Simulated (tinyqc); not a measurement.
Born-von Karman spring model of a cubic crystal with one atom per cell: one step, computed by the program tinyqc. Command: `OMP_NUM_THREADS=1 python tinyqc.py 3027222 3027223 out.jsonl springs walk`. One thread of a shared host (Intel(R) Xeon(R) Processor @ 2.30GHz), about 0.1 s of CPU time with the checks.

First neighbours lie at a/2 (1,1,0) (12 of them), second at a (1,0,0) (6), with all permutations and signs; the volume per atom is Omega = a^3/4. Two shells of springs match a real metal only roughly, above all at the zone boundary.

Question. Debye temperature from the elastic constants. Christoffel matrix G_xx = C11 n_x^2 + C44 (1 - n_x^2), G_xy = (C12 + C44) n_x n_y, with eigenvalues rho v^2; v_m^-3 is the mean of v^-3 over three branches and all directions (12 Gauss-Legendre points in cos(theta) times 24 angles phi = (j + 1/2) pi/12); q_D = (6 pi^2/Omega)^(1/3); Theta = hbar v_m q_D/k_B.

Inputs (values chosen for the exercise, modelled on silver): lattice constant a = 4.09 angstrom.

Lattice: fcc.

C12 = 78.34605 GPa

C44 = 43.87379 GPa

C11 = 108.0392 GPa

density rho = 10472.25 kg/m^3

Constants: hbar = 1.054571817e-34 J s; k_B = 1.380649e-23 J/K.

Give: mean velocity v_m; Debye wave number q_D; elastic Debye temperature.

Answer.

mean velocity v_m = 1823.0 m/s

Debye wave number q_D = 1.5128 1/angstrom

elastic Debye temperature = 210.65 K
